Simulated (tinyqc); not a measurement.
Worked calculation: interdiffusion of a quantum well during annealing: blurred potential and shift of the confined levels. Computed by tinyqc, a small Python program that keeps every step. Command: `OMP_NUM_THREADS=1 python tinyqc.py 3003585 3003586 out.jsonl qwi walk`. One thread of a shared host (Intel(R) Xeon(R) Processor @ 2.30GHz), about 0.06 s of CPU time with the checks. Intermediate numbers are printed to about 6 digits and carried at full precision; extremes and crossings named in words are read from the listed rows.

A square well of width w is blurred by Fick diffusion with a constant coefficient; band offsets are linear in composition, masses are uniform, and strain and excitons are ignored.

Inputs (values chosen for the exercise, modelled on InGaAs in InP):
```
quantity                value    unit
well width w              4.7      nm
electron mass m_e      0.0424     m_0
hole mass m_h           0.393     m_0
conduction offset V_c     0.2      eV
valence offset V_v       0.33      eV
prefactor D0               11  cm^2/s
activation energy E      3.21      eV
anneal temperature T      680       C
anneal time t              77       s
```

Constants: k_B = 8.617333262e-05 eV/K; hbar^2/(2 m_0) = 3.80998212 eV angstrom^2.

## Diffusion length

D = D0 exp(-E/(k_B T)); L = sqrt(D t); share of well material at the centre erf(w/(4L)); 1 nm = 1e-7 cm. Temperatures in kelvin are T(C) + 273.15.

diffusivity D = 1.17092e-16 cm^2/s

diffusion length L = 0.949529 nm

ratio L/w = 0.202027

share at the centre = 0.919886

## Levels before the anneal

Square well, ground state: take the lowest root of k tan(k w/2) = kappa, k^2 = E/c, kappa^2 = (V - E)/c, c = hbar^2/(2m) with hbar^2/(2 m_0) in eV angstrom^2.

electron level before the anneal = 100.162 meV

hole level before the anneal = 28.4407 meV

Caution: the well mass is used in the barriers too; a heavier barrier mass would lower these levels.

## Levels after the anneal

With L = sqrt(D t) and the share at the centre erf(w/(4L)). After the anneal: V(z) = V {1 - (1/2)[erf((w/2 - z)/(2L)) + erf((w/2 + z)/(2L))]}, energies counted from the original well bottom. Finite differences on 3000 points over |z| < w/2 + 6L + 25 nm; shifts are taken against the same grid with cell-averaged square steps. Rise of the bottom = V (1 - share at the centre). Overlap = |<electron|hole>|^2.

shift of the electron level = 15.104 meV

shift of the hole level = 48.696 meV

blue shift of the transition = 63.8 meV

rise of the gap at the centre = 42.4603 meV

overlap = 0.7027

The centre has taken up barrier material, which carries much of the shift.

## Shift against diffusion length

First-order estimate for small L: the shift is 2 L^2 V |d(psi^2)/dz| at an edge, with psi the normalised square-well state: psi^2 = cos^2(k z)/(w/2 + 1/kappa) inside, so |d(psi^2)/dz| = k sin(k w)/(w/2 + 1/kappa).

Shifts (meV):
```
L/w   L (nm)  share at the centre  electron     hole      sum  first-order sum
0.02   0.094                    1     0.213    0.557     0.77         0.828334
0.04   0.188                    1     0.824    2.095    2.919          3.31333
0.07   0.329             1.000000     2.393    6.074    8.467          10.1471
0.1     0.47             0.999593     4.618   12.148   16.766          20.7083
0.15   0.705             0.981578     9.385   27.376   36.761          46.5938
0.2     0.94             0.922900    14.876   47.808   62.684          82.8334
0.3     1.41             0.761407    25.842   91.202  117.044          186.375
0.45   2.115             0.567942    39.206  141.205  180.411          419.344
0.7     3.29             0.386495     53.77  189.434  243.204          1014.71
1        4.7             0.276326    64.114  219.766   283.88          2070.83
```

The sum grows as L^1.92 between the first rows (L^2, linear in time, in first order) and as L^0.43 between the last, as it bends towards the limit V_c + V_v less the original levels, 401.4 meV. The first-order form is off by +8 % in the first row and +24 % at L/w = 0.1; it needs L well below the decay length 1/kappa. At L/w = 0.2 the hole level has moved by the larger share of its offset (14.5 % for the hole, 7.4 % for the electron).

Checks made by the program: finite differences against the square-well equation (relative difference 2e-05).
